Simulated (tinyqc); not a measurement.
# Small-signal admittance of a forward-biased p+-n diode: what changes with what

Holes injected into a neutral base of width wb with an ohmic contact at its end; low injection, p0 far above the equilibrium density. A small voltage v exp(i w t), w = 2 pi f, modulates the edge density by p0 v/Vt, and the small-signal density obeys Dp d2p/dx2 = (1/tau + i w) p.

Parameters, values chosen for the exercise; permittivity close to that of gallium arsenide: temperature T = 350 K; relative permittivity eps_r = 12.9; donor density of the base Nd = 1.5e15 cm^-3; hole diffusion coefficient Dp = 9.4 cm^2/s; hole lifetime tau = 5e-8 s; width of the neutral base wb = 6.2 um; excess hole density at the junction edge p0 = 9.9e11 cm^-3; acceptor density of the p+ side Na = 5e18 cm^-3; series resistance Rs = 0.0061 ohm cm^2; signal frequency f = 2.6e6 Hz.

Constants: q = 1.602176634e-19 C, kB = 1.380649e-23 J/K, Vt = kB T/q, eps0 = 8.8541878128e-14 F/cm where lengths are in cm. Results are converted to the units shown.

Each table varies one quantity; the others keep the values above.

## Admittance against frequency

L = sqrt(Dp tau); direct current J = (q Dp p0/L) coth(wb/L); k = sqrt(1 + i w tau)/L; diffusion admittance Y = (q Dp p0/Vt) k coth(k wb) = G + i w C_diff; junction capacitance C_j = sqrt(q eps0 eps_r Nd/(2 Vr)) in the depletion approximation, with the remaining barrier Vr = Vt ln(Na/p0), a rough value under forward bias; base-width modulation is left out. Measured admittance 1/[Rs + 1/(Y + i w C_j)].

The same in every row: C_j (uF/cm^2) = 0.01717.

Admittance against frequency:
```
f (Hz)     w tau  G (S/cm^2)  C_diff (uF/cm^2)  measured G (S/cm^2)  measured C (uF/cm^2)  phase of the measured Y (degrees)
30000   0.009425      0.1004          9.808e-4               0.1003               0.01813                              1.951
1e5      0.03142      0.1004          9.808e-4               0.1003               0.01813                              6.478
4e5       0.1257      0.1004          9.808e-4               0.1003               0.01813                              24.42
2e6       0.6283      0.1007          9.795e-4               0.1010               0.01813                              66.09
8e6        2.513      0.1062          9.603e-4               0.1112               0.01811                              83.04
3e7        9.425      0.1582          7.817e-4               0.2276               0.01791                              86.14
1e8        31.42      0.2909          4.477e-4                1.031               0.01748                              84.64
6e8        188.5      0.7019          1.852e-4                22.96               0.01486                              67.71
2e9        628.3       1.279          1.016e-4                104.3              0.006239                              36.94
```

Read the table: what changes, and by how much?

G starts at J/Vt = 0.100 S/cm^2 and C_diff at (J tau/(2 Vt))(1 - 2 x/sinh 2x) = 9.81e-4 uF/cm^2, x = wb/L = 0.904. Between the last two rows G goes as f^(0.50) and C_diff as f^(-0.50); the limits are 1/2 and -1/2, reached when the signal penetrates only sqrt(Dp/w). The measured C is 0.12 % below C_diff + C_j in the first row and 64 % below it in the last, the difference being due to Rs.

## Effect of the width of the neutral base

Same model as above.

The same in every row: w tau = 0.8168; C_j (uF/cm^2) = 0.01717.

Effect of the width of the neutral base:
```
wb (um)  G (S/cm^2)  C_diff (uF/cm^2)  measured G (S/cm^2)  measured C (uF/cm^2)  phase of the measured Y (degrees)
0.34          1.455          5.958e-5                1.443               0.01693                              10.85
0.68         0.7294          1.190e-4               0.7266               0.01714                              21.07
1.3          0.3848          2.268e-4               0.3844               0.01732                              36.35
2.7          0.1925          4.637e-4               0.1928               0.01759                              56.14
5.3          0.1116          8.598e-4               0.1120               0.01801                              69.15
10          0.08225          0.001358              0.08276               0.01851                              74.69
21          0.07708          0.001671              0.07762               0.01882                              75.83
41          0.07718          0.001684              0.07772               0.01884                              75.83
```

As wb goes from 0.34 to 41, G goes from 1.46 through a minimum of 0.0771 (at wb = 21 among the rows listed) to 0.0772 S/cm^2, C_diff rises from 5.96e-5 to 0.00168 uF/cm^2 and the measured C rises from 0.0169 to 0.0188 uF/cm^2. C_diff stays below C_j.

Computed by the program tinyqc: `OMP_NUM_THREADS=1 python tinyqc.py 2890165 2890166 out.jsonl`, one thread of a shared Intel Xeon 2.30GHz, about 0.01 s for the whole run.
